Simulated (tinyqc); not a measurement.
Worked calculation: Hubbard ring of 4 sites. One step of it, computed by the program tinyqc.

Question. Mean-field iteration 2. H(up) = T + U n(down), H(down) = T + U n(up); fill the lowest levels; n(new) = n + mixing (n(out) - n); E = tr T (rho up + rho down) + U sum n_up n_down of the output.

one-body matrix (hopping and site energies) (eV), lower triangle:
```
           1          2          3          4
1   0.270000
2  -1.370000  -0.460000
3   0.000000  -1.370000  -0.660000
4  -1.370000   0.000000  -1.370000  -1.000000
```

U = 5.900000 eV

electrons, up and down: 2  2

mixing = 1

n(up) after iteration 1: 1 0.502429, 2 0.257676, 3 0.746908, 4 0.492987

n(down) after iteration 1: 1 0.149182, 2 0.755771, 3 0.265303, 4 0.829744

Give: levels, up; levels, down; energy; n(up) after iteration 2; n(down) after iteration 2.

Answer.

levels, up (eV): -0.6239  1.0335  3.9462  5.5942

levels, down (eV): -0.4969  1.5301  3.4740  5.4428

energy = -3.7441 eV

n(up) after iteration 2: 1 0.8602, 2 0.1296, 3 0.8745, 4 0.1357

n(down) after iteration 2: 1 0.1914, 2 0.8682, 3 0.1453, 4 0.7951
